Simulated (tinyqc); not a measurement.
Leakage through a gate insulator: direct, Fowler-Nordheim, trap-assisted and Poole-Frenkel currents: one step, computed by the program tinyqc. Command: `OMP_NUM_THREADS=1 python tinyqc.py 3026742 3026743 out.jsonl oxideleak walk`. One thread of a shared host (Intel(R) Xeon(R) Processor @ 2.30GHz), about 0.01 s of CPU time with the checks.

Electrons enter from the cathode Fermi level at x = 0; the conduction band of the insulator lies phi_b - e F x above it, F = V/t. WKB exponents use a parabolic band with mass m.

Question. One trap at several depths. For a level a distance phi(x) below the band, the WKB exponent is 2 int kappa dx with kappa = sqrt(m phi/(hbar^2/2m_0)); for a linear barrier from phi_1 down to phi_2 = max(phi_1 - e F d, 0) it is G = (4/3) sqrt(m/(hbar^2/2m_0)) (phi_1^(3/2) - phi_2^(3/2))/(e F). A trap at depth x lies phi_t below the band. Capture: tunnel at the cathode Fermi level from 0 to x (G_in from phi_1 = phi_b), rate nu_0 exp(-G_in - E_c/k_B T) with E_c = E_a + max(phi_b - phi_t - e F x, 0), the last term being the height of the trap above the cathode Fermi level. Emission: tunnel from the trap level to the anode (G_out from phi_1 = phi_t over t - x), rate nu_0 exp(-G_out - E_a/k_B T). Re-emission to the cathode follows from detailed balance, rate_back = rate_in exp(dE/k_B T) with dE = phi_b - phi_t - e F x. Each trap passes R = rate_in rate_out/(rate_in + rate_back + rate_out) electrons per second; filling from the anode is left out. Depths: t times 0.08, 0.2, 0.32, 0.44, 0.56, 0.68, 0.8 and 0.92, rounded to 0.01 nm.

Inputs (values chosen for the exercise, with an insulator like SiO2):
```
quantity                        value  unit
thickness t                       3.2    nm
barrier phi_b                    2.97    eV
tunnelling mass m                0.44   m_0
voltage across the insulator V    1.5     V
trap depth phi_t                  2.4    eV
attempt rate nu_0               1e+13   1/s
activation of capture E_a       0.068    eV
temperature T                     200     K
```

Constants: k_B = 8.617333262e-05 eV/K; hbar^2/(2 m_0) = 3.80998212 eV angstrom^2.

Give: Rates.

Answer.

Rates:
```
x (nm)   G_in  G_out  E_c (eV)  rate in (1/s)  rate back (1/s)  rate out (1/s)    R (1/s)
0.26     3.01  25.95  0.516125      4.845e-02        9.496e+09       1.034e+00  5.274e-12
0.64     7.30  23.23  0.338000      2.045e+01        1.302e+08       1.572e+01  2.470e-06
1.02    11.45  20.30  0.159875      9.941e+03        2.054e+06       2.949e+02  1.420e+00
1.41    15.56  17.09  0.068000      3.382e+04        1.728e+02       7.326e+03  5.997e+03
1.79    19.41  13.77  0.068000      7.211e+02        1.196e-04       2.021e+05  7.185e+02
2.18    23.19  10.19  0.068000      1.637e+01        6.720e-11       7.292e+06  1.637e+01
2.56    26.71   6.52  0.068000      4.840e-01        6.450e-17       2.840e+08  4.840e-01
2.94    30.06   2.70  0.068000      1.701e-02        7.361e-23       1.296e+10  1.701e-02
```

The most effective of these traps sits at 1.41 nm, 44 % of the way; where rate back exceeds rate out, re-emission drains the trap, and elsewhere the slower forward step limits R; the best depth is near where rate in and rate out cross.
